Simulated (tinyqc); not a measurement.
Pariser-Parr-Pople SCF with singles CI, for the molecule NC(C=O)=CC=O (SMILES; centres numbered as the heavy atoms are written), step by step. One step of it, computed by the program tinyqc.

Problem. PPP integrals. Ohno: gamma = 14.399645/sqrt(R^2 + a^2), a = 2 x 14.399645/(gamma_rr + gamma_ss); H_rr = -W_r - sum_(s != r) z_s gamma_rs; H_rs = beta for bonds.

Centres (angstrom, eV; a flat drawing with bonds scaled to 1.40 angstrom):
```
centre          x          y  core charge z          W   gamma_rr
1N       0.660000  -1.444000              2  25.600000  16.800000
2C       0.527000  -0.050000              1  11.160000  11.130000
3C       1.667000   0.762000              1  11.160000  11.130000
4O       2.941000   0.180000              1  17.700000  15.200000
5C      -0.747000   0.532000              1  11.160000  11.130000
6C      -1.887000  -0.280000              1  11.160000  11.130000
7O      -3.161000   0.301000              1  17.700000  15.200000
```

Resonance integrals (eV):
```
i  j       beta
1  2  -2.240000
2  3  -2.390000
3  4  -2.510000
2  5  -2.390000
5  6  -2.390000
6  7  -2.510000
```

Give: repulsion gamma_rs; core matrix H.

Solution.

repulsion gamma_rs (eV), lower triangle:
```
         1N       2C       3C       4O       5C       6C       7O
1N  16.8000
2C   8.2804  11.1300
3C   5.4646   7.5550  11.1300
4O   4.8959   5.4130   8.1028  15.2000
5C   5.4631   7.5520   5.2391   3.7277  11.1300
6C   4.8253   5.2391   3.6705   2.8963   7.5550  11.1300
7O   3.3519   3.7278   2.8963   2.3314   5.4128   8.1043  15.2000
```

core matrix H (eV), lower triangle:
```
          1N        2C        3C        4O        5C        6C        7O
1N  -57.8813
2C   -2.2400  -57.2077
3C    0.0000   -2.3900  -49.5528
4O    0.0000    0.0000   -2.5100  -49.9632
5C    0.0000   -2.3900    0.0000    0.0000  -51.5728
6C    0.0000    0.0000    0.0000    0.0000   -2.3900  -48.2759
7O    0.0000    0.0000    0.0000    0.0000    0.0000   -2.5100  -46.8765
```
